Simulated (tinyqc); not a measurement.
Worked calculation: nucleation and growth of vacancy voids in a cooling silicon-like crystal. Computed by tinyqc, a small Python program that keeps every step. Command: `OMP_NUM_THREADS=1 python tinyqc.py 3019916 3019917 out.jsonl voids walk`. One thread of a shared host (Intel(R) Xeon(R) Processor @ 2.30GHz), about 0.3 s of CPU time with the checks. Intermediate numbers are printed to about 7 digits and carried at full precision; extremes and crossings named in words are read from the listed rows.

Spherical voids; vacancies are lost only to voids.

Inputs (values chosen for the exercise, for a model crystal):

| quantity | value | unit |
|---|---|---|
| vacancy density at the melting point C_m | 7.7e+14 | 1/cm^3 |
| formation energy E_f | 4.17 | eV |
| melting point T_m | 1685 | K |
| diffusion prefactor D0 | 0.0013 | cm^2/s |
| migration energy E_m | 0.35 | eV |
| site density rho | 5e+22 | 1/cm^3 |
| void surface energy gamma | 0.949 | J/m^2 |
| cooling rate q | 2.3 | K/min |
| vacancy excess C0 | 1.7e+14 | 1/cm^3 |
| temperature of the worked step T | 1340 | K |
| temperature step | 0.25 | K |

Vacancy supply: given.

Constants: k_B = 8.617333262e-05 eV/K; k_B = 1.380649e-23 J/K; e = 1.602176634e-19 C.

## Vacancy excess

C = C0 as given.

initial excess C = 1.70e+14 1/cm^3

## Nucleation rate at T with the initial excess

C_e = C_m exp[-(E_f/k_B)(1/T - 1/T_m)]; D = D0 exp(-E_m/(k_B T)); f = k_B T ln(C/C_e); r* = 2 gamma/(rho f); W* = 16 pi gamma^3/(3 rho^2 f^2); Z = f/sqrt(12 pi W* k_B T); I = rho Z (4 pi r* D C) exp(-W*/(k_B T)).

C_e = 4.735123e+11 1/cm^3

D = 6.274561e-05 cm^2/s

driving force f = 0.6793667 eV

critical radius r* = 0.3487478 nm

W*/(k_B T) = 26.13303

rate I = 1.959557e+14 1/(cm^3 s)

Cooling by 10 K multiplies I by 5.6: nucleation switches on within a narrow range of temperature. Caution: at such a rate voids would have used up the initial excess before the crystal cooled to this T.

## Cooling through the nucleation range

March down from 1500 K in steps dT, dt = dT/q, with values at the upper end of each step: a class of I dt voids is born with r*; then all classes grow by r^2 += 2 D (C - C_e) dt/rho; C falls by the vacancies added to voids. Stop at 1150 K. T_n is the T of the largest I, N the final count (classes under 1e-6 /cm^3 are dropped), and the mean radius the number average.

Rows around the peak of I:

| T (K) | C (1/cm^3) | C_e (1/cm^3) | I (1/(cm^3 s)) | voids (1/cm^3) | mean radius (nm) |
|---|---|---|---|---|---|
| 1447.75 | 1.700000e+14 | 6.959660e+12 | 9.741611e-06 | 2.501203e-04 | 36.4816 |
| 1437.75 | 1.700000e+14 | 5.515985e+12 | 2.812081e-02 | 8.979769e-01 | 40.0130 |
| 1427.75 | 1.699770e+14 | 4.357565e+12 | 2.163042e+01 | 8.350661e+02 | 42.8505 |
| 1422.75 | 1.694910e+14 | 3.868250e+12 | 3.690645e+02 | 1.628344e+04 | 44.6659 |
| 1419.75 | 1.672736e+14 | 3.599996e+12 | 1.320236e+03 | 7.469859e+04 | 47.3429 |
| 1417.75 | 1.627906e+14 | 3.430997e+12 | 1.809123e+03 | 1.583736e+05 | 51.7646 |
| 1415.75 | 1.541975e+14 | 3.269487e+12 | 1.166383e+03 | 2.424369e+05 | 60.2002 |
| 1413.75 | 1.418185e+14 | 3.115155e+12 | 3.237979e+02 | 2.818538e+05 | 72.2134 |
| 1411.75 | 1.274480e+14 | 2.967702e+12 | 4.332408e+01 | 2.904645e+05 | 84.5358 |
| 1408.75 | 1.054297e+14 | 2.758792e+12 | 6.747756e-01 | 2.914860e+05 | 99.1774 |
| 1405.75 | 8.516483e+13 | 2.563789e+12 | 2.888202e-03 | 2.914988e+05 | 109.5686 |

temperature of peak nucleation T_n = 1417.75 K

void density N = 291498.8 1/cm^3

mean radius = 139.6954 nm

vacancies left at 1150 K = 3.093322e+09 1/cm^3

I rises as supersaturation builds and collapses once the first voids have drawn C down by 4 % at the peak. Nearly all the excess then goes into these voids: [3 C/(4 pi rho N)]^(1/3) = 141 nm.

## Cooling rate

The formulas are those given above.

At fixed C:

| q (K/min) | T_n (K) | N (1/cm^3) | mean radius (nm) |
|---|---|---|---|
| 0.23 | 1427.75 | 9.752517e+03 | 434.0924 |
| 0.57 | 1424.00 | 3.722294e+04 | 277.6406 |
| 1.10 | 1421.25 | 9.819477e+04 | 200.8612 |
| 2.30 | 1417.75 | 2.914988e+05 | 139.6954 |
| 4.60 | 1414.50 | 8.102208e+05 | 99.3090 |
| 9.20 | 1411.00 | 2.251441e+06 | 70.6010 |
| 23.00 | 1406.25 | 8.689837e+06 | 44.9738 |

Over the rows N goes as q^1.47 and the radius as q^-0.49, near the 3/2 and -1/2 of the scaling argument (depletion time 1/(4 pi N r D) equal to the time in the nucleation range, at fixed N r^3). T_n drops only 22 K for a factor 100 in q. Fast cooling gives many small voids, which an anneal can dissolve.

## Vacancy excess varied

The formulas are those given above.

At fixed q:

| C (1/cm^3) | T_n (K) | N (1/cm^3) | mean radius (nm) |
|---|---|---|---|
| 6.80e+13 | 1370.25 | 553718.2 | 83.0328 |
| 1.00e+14 | 1390.00 | 422643.7 | 103.3618 |
| 1.70e+14 | 1417.75 | 291498.8 | 139.6954 |
| 2.70e+14 | 1443.00 | 210887.9 | 181.6351 |
| 4.20e+14 | 1467.50 | 154830.0 | 233.3779 |

More vacancies nucleate earlier (T_n rises by 97 K) and give fewer, larger voids: N goes as C^-0.70 and the radius as C^0.57, steeper than the -1/2 and +1/2 of the scaling argument at fixed D, because D rises with T_n.

Checks made by the program: Z against the curvature of W(n) (relative difference below 1e-10); N against a run with half the step (relative difference 2e-03).
